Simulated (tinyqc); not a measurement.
Two regimes over temperature: microkinetic model of low-temperature epitaxy from hydride gases: adsorption, hydrogen desorption and rate control. Computed by tinyqc, a small Python program. Command: `OMP_NUM_THREADS=1 python tinyqc.py 3029555 3029556 out.jsonl hepi walk`. One thread of a shared host (Intel(R) Xeon(R) Processor @ 2.30GHz), about 0.01 s of CPU time with the checks.

Each hydride molecule needs two free sites and leaves four hydrogen atoms, of which two leave at once as H2; theta is the hydrogen coverage, the site density is 6.78 per nm^2 and one layer is 1.358 angstrom thick.

Inputs (values chosen for the exercise, close to those used for silane on Si(001)): silane pressure p_S = 0.057 Pa; sticking prefactor of silane s0 = 0.014; adsorption barrier E_s = 0.12 eV; desorption prefactor nu_d = 3e+12 1/s; desorption energy on silicon E_d = 1.98 eV; hydrogen carrier pressure p_H = 37 Pa; sticking of hydrogen s_H = 8.1e-07.

Film: silicon. Order of hydrogen desorption: first.

Constants: k_B = 8.617333262e-05 eV/K; u = 1.6605390666e-27 kg; k_B = 1.380649e-23 J/K.

Method:
- Flux per site F = p/(sqrt(2 pi M k_B T) x 6.78e18 per m^2), M = 32.12 u (silane), 2.016 u (hydrogen); s = s0 exp(-E_s/(k_B T)); k_S = s F_S = k; k_H = s_H F_H; k_d = nu_d exp(-E_d/(k_B T)).
- With k the hydride and k_H the hydrogen adsorption rate on free pairs and k_d the desorption rate, steady state: 2 (k + k_H)(1 - theta)^2 = k_d theta; growth rate R = k (1 - theta)^2 layers/s; 1 layer/s = 8.148 nm/min.
- Temperatures in kelvin are T(C) + 273.15.
- Limits: desorption-limited R = k_d k/(2 (k + k_H)), adsorption-limited R = k.

Growth:
```
T (C)       theta  G (nm/min)  desorption limit (nm/min)  adsorption limit (nm/min)
400    9.3976e-01  7.8785e-03                 8.3835e-03                     2.1712
450    8.1981e-01  7.8470e-02                 9.5716e-02                     2.4169
500    5.8211e-01  4.6233e-01                 7.9424e-01                     2.6475
550    2.8668e-01  1.4565e+00                 5.0804e+00                     2.8624
600    9.5565e-02  2.5047e+00                 2.6210e+01                     3.0620
650    2.7194e-02  3.0724e+00                 1.1298e+02                     3.2466
700    8.0345e-03  3.3622e+00                 4.1847e+02                     3.4169
750    2.6099e-03  3.5551e+00                 1.3621e+03                     3.5737
800    9.3519e-04  3.7110e+00                 3.9682e+03                     3.7179
850    3.6637e-04  3.8475e+00                 1.0502e+04                     3.8503
```

The apparent activation energy of G is 1.93 eV between the first rows and 0.08 eV between the last; full hydrogen cover gives a value near the desorption energy (plus E_s where k_H far exceeds k), a bare surface one near E_s less k_B T/2 from the flux. The coverage passes one half between 500 and 550 C, the knee of the Arrhenius plot.

Extremes, crossings and ranges named in words are read from the listed rows.
